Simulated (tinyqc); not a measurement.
Composition and strain of an epitaxial Si(1-x)Ge(x) layer from Raman and X-ray peaks: one step, computed by the program tinyqc.

A (001) layer, biaxially strained in the plane. The Raman peaks follow empirical lines omega = w0 + c1 x + c3 x^3 + b eps (c3 for Si-Ge alone), with eps the in-plane strain.

Question. X-ray (004) reflection. Bragg angle theta = arcsin(2 lambda/a) for (004), for the substrate with a_sub and the layer with a_perp; separation in arc seconds.

Inputs (values chosen for the exercise, modelled on silicon-germanium): X-ray wavelength = 1.540598 angstrom.

Substrate: silicon.

substrate constant a_sub = 5.431 angstrom

a_perp = 5.671382 angstrom

Give: theta of the substrate; theta of the layer; separation, layer less substrate.

Answer.

theta of the substrate = 34.56 degree

theta of the layer = 32.91 degree

separation, layer less substrate = -5965 arcsec
